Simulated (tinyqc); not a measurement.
Worked calculation: alloy A(1-x)B(x) by interpolation with bowing. Values are carried at full precision from step to step, so a last printed digit may differ when a step is redone from the rounded ones.

Each gap follows E(x) = (1 - x) E_A + x E_B - C x (1 - x); the lattice constant follows Vegard, a(x) = (1 - x) a_A + x a_B.

Constants: hc = 1239.841984 eV nm; kB = 8.617333262e-05 eV/K.

Values chosen for the exercise (A near InAs, B near AlAs; shifted at random, so the results belong to these values and not to a real crystal):
- a = (6.06, 5.668) angstrom (lattice constant of A, B)
- x = 0.08 (fraction of B)
- Eg = (0.412, 3.125) eV (gap at Gamma to the s-like level of A, B)
- EgX = (1.454, 2.257) eV (gap to the lowest valley along Gamma-X of A, B)
- EgL = (1.12, 2.475) eV (gap to L of A, B)
- C = (0.863, 0, 0) eV (bowing of the Gamma, X and L gaps)
- Dso = (0.385, 0.278) eV (spin-orbit splitting of A, B)
- Ep = (21.7, 21.4) eV (Kane energy of A, B)
- me = (0.0264, 0.1489) m0 (electron mass at Gamma of A, B)
- Cs = 0.16 eV (bowing of Dso)
- md = (0.0363, 0.77, 0.51) m0 (density-of-states masses of Gamma, all X and all L valleys)
- T = 77 K (temperature)

## Gaps and lattice constant at x

Also give the wavelength hc/E of the lowest gap.

a(x) = 6.0286 angstrom

linear parts (eV): Gamma 0.6290, X 1.5182, L 1.2284

bowing terms C x (1 - x) (eV): Gamma 0.0635, X 0.0000, L 0.0000

gaps (eV): Gamma 0.5655, X 1.5182, L 1.2284

wavelength of the lowest gap = 2192.4 nm

The lowest valley is Gamma, so the gap is direct; the next, L, lies 663 meV higher.

## Where the valleys cross

The difference of two gaps is a quadratic q2 x^2 + q1 x + q0 with q2 = C_i - C_j, q1 = (E_B - E_A - C)_i - (E_B - E_A - C)_j, q0 = E_A,i - E_A,j; give its roots between 0 and 1 (a dash: none).

Crossings:
```
pair        q2      q1      q0  first root  second root
Gamma-X  0.863   1.047  -1.042      0.6485            -
Gamma-L  0.863   0.495  -0.708      0.6633            -
X-L      0.000  -0.552   0.334      0.6051            -
```

The lowest valley changes at x = 0.649 (Gamma to X, gap 1.975 eV). The other crossings lie above the lowest valley.

## Electron mass of the alloy

Mass at Gamma from the Kane formula 1/m = F + Ep (Eg + 2 Dso/3)/(Eg (Eg + Dso)). F is fixed by the masses of A and B and interpolated linearly, as is Ep; Eg and Dso carry their bowing.

Compare with the linear interpolation of the masses.

F of A, B: -6.3102  0.0544

Ep, Eg, Dso at x (eV): 21.6760  0.5655  0.3647

m(x) from the Kane formula = 0.0363 m0
m(x) linear = 0.0362 m0

The Kane value lies 0.4 % above the linear one.

## Shares of the electrons in the valleys

Non-degenerate: n_i proportional to md_i^(3/2) exp(-E_i/kT).

md^(3/2): Gamma 0.0069, X 0.6757, L 0.3642

(E - E_min)/kT: Gamma 0.00, X 143.58, L 99.90

shares: Gamma 1.000, X 0.000, L 0.000

Gamma holds most electrons (100.0 %).

## Checks

- The Gamma and X gaps at their crossing x = 0.6485 (eV): both 1.9748.
- The Gamma and L gaps at their crossing x = 0.6633 (eV): both 2.0188.
- The X and L gaps at their crossing x = 0.6051 (eV): both 1.9399.

tinyqc: `OMP_NUM_THREADS=1 python tinyqc.py 1080214 1080215 out.jsonl`; about 0.01 s, one thread, shared Intel(R) Xeon(R) Processor @ 2.30GHz.
